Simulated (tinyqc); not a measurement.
Inversion-layer mobility, back-scattering and ballistic limit of a field-effect transistor: one step, computed by the program tinyqc.

The charge at the top of the source barrier is fixed by the gate; series resistance and short-channel effects are left out. F_j are Fermi integrals normalised to exp(eta) in the classical limit.

Task: Charge and field. N_inv = 3.9 eps_0 (V_G - V_T)/(e t_inv); effective field E_eff = e (N_dep + w N_inv)/(eps eps_0).

Inputs (values chosen for the exercise, modelled on a silicon p-channel): weight w of the inversion charge = 0.333; permittivity eps = 11.7; electrical oxide thickness t_inv = 3.7 nm; depletion charge N_dep = 3.8e+12 1/cm^2; gate overdrive V_G - V_T = 0.76 V.

Statistics at the top of the barrier: Fermi-Dirac.

Constants: eps_0 = 8.8541878128e-12 F/m; e = 1.602176634e-19 C.

Give: inversion density N_inv; effective field E_eff.

Result:

inversion density N_inv = 4.427e+12 1/cm^2

effective field E_eff = 0.8157 MV/cm
